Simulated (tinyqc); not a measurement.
Implant damage, amorphisation by cascade overlap, and solid-phase epitaxial regrowth: one step, computed by the program tinyqc. Command: `OMP_NUM_THREADS=1 python tinyqc.py 3111004 3111005 out.jsonl sper walk`. One thread of a shared host (Intel(R) Xeon(R) Processor @ 2.30GHz), about 0.01 s of CPU time with the checks.

Range and width of the damage are inputs. Dynamic annealing enters only through the surviving share f.

Problem. Overlap model. Gibbons model: a point turns amorphous after n + 1 hits; with y = A_i Q the amorphous share is 1 - exp(-y) sum_(k=0..n) y^k/k!. Doses are set by y.

Inputs (values chosen for the exercise, modelled on arsenic ions in silicon): overlaps needed n = 1; area amorphised by one track A_i = 0.5 nm^2.

Give: the table «Amorphous share» with the columns Q (1/cm^2), direct impact (n = 0), given n, for y = 0.1, 0.3, 0.6, 1.0, 2.0, 3.0, 5.0, 8.0.

Solution.

Amorphous share:

| y | Q (1/cm^2) | direct impact (n = 0) | given n |
|---|---|---|---|
| 0.1 | 2.00e+13 | 0.0952 | 0.0047 |
| 0.3 | 6.00e+13 | 0.2592 | 0.0369 |
| 0.6 | 1.20e+14 | 0.4512 | 0.1219 |
| 1.0 | 2.00e+14 | 0.6321 | 0.2642 |
| 2.0 | 4.00e+14 | 0.8647 | 0.5940 |
| 3.0 | 6.00e+14 | 0.9502 | 0.8009 |
| 5.0 | 1.00e+15 | 0.9933 | 0.9596 |
| 8.0 | 1.60e+15 | 0.9997 | 0.9970 |

At small y the share grows as y^2; between the first rows the exponent is 1.88.
